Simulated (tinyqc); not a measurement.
Worked calculation: Hueckel theory of the pi electrons, for the molecule [CH2+]c1ccccc1 (SMILES; centres numbered as the heavy atoms are written). One step of it, computed by the program tinyqc.

Problem. Orbitals. Diagonalise; E = alpha + x beta with beta < 0, so the largest x are filled first; degenerate levels share their electrons. P = sum n_i c_ri c_si; each orbital has its largest coefficient positive (the first on a tie).

Hueckel matrix in units of beta (H = alpha + beta A):
```
          1C        2C        3C        4C        5C        6C        7C
1C  0.000000  1.000000  0.000000  0.000000  0.000000  0.000000  0.000000
2C  1.000000  0.000000  1.000000  0.000000  0.000000  0.000000  1.000000
3C  0.000000  1.000000  0.000000  1.000000  0.000000  0.000000  0.000000
4C  0.000000  0.000000  1.000000  0.000000  1.000000  0.000000  0.000000
5C  0.000000  0.000000  0.000000  1.000000  0.000000  1.000000  0.000000
6C  0.000000  0.000000  0.000000  0.000000  1.000000  0.000000  1.000000
7C  0.000000  1.000000  0.000000  0.000000  0.000000  1.000000  0.000000
```

pi electrons, sum of z_r less the charge = 6

Give: x values; occupations; coefficients; charge and bond-order matrix P.

Solution.

x values: 2.1010  1.2593  1.0000  0.0000  -1.0000  -1.2593  -2.1010

occupations: 2.0000  2.0000  2.0000  0.0000  0.0000  0.0000  0.0000

coefficients:
```
       MO1      MO2      MO3      MO4      MO5      MO6      MO7
1C  0.2380  -0.3971   0.0000   0.7559   0.0000  -0.3971  -0.2380
2C  0.5000  -0.5000   0.0000   0.0000   0.0000   0.5000   0.5000
3C  0.4063  -0.1163   0.5000  -0.3780   0.5000  -0.1163  -0.4063
4C  0.3536   0.3536   0.5000   0.0000  -0.5000  -0.3536   0.3536
5C  0.3366   0.5615   0.0000   0.3780   0.0000   0.5615  -0.3366
6C  0.3536   0.3536  -0.5000   0.0000   0.5000  -0.3536   0.3536
7C  0.4063  -0.1163  -0.5000  -0.3780  -0.5000  -0.1163  -0.4063
```

charge and bond-order matrix P:
```
         1C       2C       3C       4C       5C       6C       7C
1C   0.4286   0.6350   0.2857  -0.1125  -0.2857  -0.1125   0.2857
2C   0.6350   1.0000   0.5226   0.0000  -0.2250   0.0000   0.5226
3C   0.2857   0.5226   0.8571   0.7050   0.1429  -0.2950  -0.1429
4C  -0.1125   0.0000   0.7050   1.0000   0.6350   0.0000  -0.2950
5C  -0.2857  -0.2250   0.1429   0.6350   0.8571   0.6350   0.1429
6C  -0.1125   0.0000  -0.2950   0.0000   0.6350   1.0000   0.7050
7C   0.2857   0.5226  -0.1429  -0.2950   0.1429   0.7050   0.8571
```
